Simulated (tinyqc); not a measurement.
Schottky diode by thermionic emission with image-force lowering and series resistance: two steps of the calculation.

Metal on an n-type semiconductor with one parabolic valley; V > 0 is forward bias (metal positive). I = I0 [exp(Vj/(n Vt)) - 1] with Vj = V - I Rs; I0 = S A* T^2 exp(-(phi - dphi)/Vt), the lowering dphi taken at zero bias.

Inputs (values chosen for the exercise); band and dielectric values close to those of gallium arsenide:
- T = 400 K (temperature)
- me = 0.0668 m0 (electron mass)
- eps_r = 12.9 (relative permittivity)
- phi = 0.66 eV (barrier height seen from the metal)
- Nd = 6e16 cm^-3 (donor density)
- S = 0.00051 cm^2 (area)
- n = 1.18 (ideality factor)
- Rs = 17 ohm (series resistance)
- V = 0.52 V (applied bias)

Constants: q = 1.602176634e-19 C, kB = 1.380649e-23 J/K, h = 6.62607015e-34 J s, m0 = 9.1093837015e-31 kg, Vt = kB T/q, eps0 = 8.8541878128e-14 F/cm where lengths are in cm. Results are converted to the units shown.

Task 1. Saturation current. A* = 4 pi q me m0 kB^2/h^3 (times 1e-4 for A/(cm^2 K^2)); Nc = 2 (2 pi me m0 kB T/h^2)^1.5 (times 1e-6 for cm^-3); xi = Vt ln(Nc/Nd), Vbi = phi - xi; surface field Em = sqrt(2 q Nd (Vbi - V - Vt)/(eps0 eps_r)); dphi = sqrt(q Em/(4 pi eps0 eps_r)). Here V = 0 in Em.

Give: A*; Nc; Vbi; Em; dphi; I0.

Result 1.

A* = 8.0276 A/(cm^2 K^2)
Nc = 6.6703e17 cm^-3
Vbi = 0.57698 V
Em = 95.561 kV/cm
dphi = 32.660 meV
I0 = 8.1685e-6 A

The lowering raises I0 by a factor of 2.58.

Task 2. Junction voltage. Fixed-point step: I = (V - Vj)/Rs, then Vj(new) = n Vt ln(1 + I/I0).

I0 = 8.1685201e-6 A
Vj at the start = 0.33 V

Find: Vj after iteration 1.

Result 2.

Vj after iteration 1 = 0.2937 V

tinyqc, about 0.01 s, one thread, Intel Xeon 2.30GHz (shared host): `OMP_NUM_THREADS=1 python tinyqc.py 2640112 2640113 out.jsonl`
